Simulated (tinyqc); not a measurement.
Double-gate transistor below threshold, two-dimensional Poisson equation on a small mesh: two steps of the calculation.

Half of a symmetric double-gate structure: row 0 is the mid-plane of the body, where the normal field vanishes. Mobile charge is neglected (subthreshold), the body is fully depleted, and potentials are counted from the intrinsic level; rows run upward to the gate, columns from source to drain.

Values chosen for this exercise; semiconductor permittivity close to that of germanium:
- T = 300 K (temperature)
- eps_r = 16.3 (relative permittivity of the semiconductor)
- eox = 25 (relative permittivity of the insulator)
- tb = 8 nm (half the body thickness)
- tox = 6.4 nm (insulator thickness)
- L = 46 nm (channel length)
- Na = 2.9e17 cm^-3 (acceptor density of the depleted body)
- Vbi = 0.55 V (potential of the source)

Constants: q = 1.602176634e-19 C, kB = 1.380649e-23 J/K, Vt = kB T/q, eps0 = 8.8541878128e-14 F/cm where lengths are in cm. Results are converted to the units shown.

Question 1. Coefficients of the five-point equations. Mesh: rows i = 0..2 in the semiconductor (step hs = tb/2, row 2 on the interface), then 2 step(s) ho = tox/2 up to the gate row 4; columns j = 0..6 (step hy = L/6). Box integration, divided by eps0: up_i = eps hy/h of the interval above row i, dn_i = that of the interval below (0 for row 0), lat_i = (sum of eps h/2 over the intervals above and below)/hy, s_i = -q Na w_i hy/eps0 with w_i the semiconductor height of the box (hs/2 for row 0 and the interface row, hs between, 0 in the insulator). Each free node obeys (up + dn + 2 lat) psi = up psi(above) + dn psi(below) + lat [psi(left) + psi(right)] + s.

Give: up; dn; lat; s.

Answer 1.

```
row	up	dn	lat	s (V)
0	31.24	0	4.252	-0.08046
1	31.24	31.24	8.504	-0.1609
2	59.90	31.24	9.470	-0.08046
3	59.90	59.90	10.43	0
```

Question 2. Barrier, swing and barrier lowering. The barrier is read along row 0, the path farthest from the gate. Take the node j of lowest psi: barrier Vbi - psi_j; swing Vt ln 10/(d psi_j/dVg); DIBL = (d psi_j/dVd)/(d psi_j/dVg). The derivatives solve the same equations with s = 0 and a unit change of that voltage.

converged psi (V):
```
	j=0	j=1	j=2	j=3	j=4	j=5	j=6
row 0	0.5500000	0.3359975	0.2500120	0.2698002	0.4170580	0.7948210	1.5500000
row 1	0.5500000	0.3211492	0.2381911	0.2550264	0.3882604	0.7460279	1.5500000
row 2	0.5500000	0.2717381	0.2043562	0.2137184	0.3034931	0.5809238	1.5500000
row 3	0.3450000	0.2139684	0.1759180	0.1808023	0.2309534	0.3867993	0.8450000
row 4	0.1400000	0.1400000	0.1400000	0.1400000	0.1400000	0.1400000	0.1400000
```

d psi/dVg on row 0: j=0 0.00000000, j=1 0.51878368, j=2 0.76844884, j=3 0.83717368, j=4 0.76844884, j=5 0.51878368, j=6 0.00000000
d psi/dVd on row 0: j=0 0.0000000, j=1 0.0111964, j=2 0.0322526, j=3 0.0814132, j=4 0.1992986, j=5 0.4700199, j=6 1.0000000

Find: j; barrier; swing; DIBL.

Answer 2.

j = 2
barrier = 0.29999 V
swing = 77.463 mV/decade
DIBL = 41.971 mV/V

Numbers from tinyqc (`OMP_NUM_THREADS=1 python tinyqc.py 2480098 2480099 out.jsonl`; about 0.1 s on one thread of a shared Intel Xeon 2.30GHz).
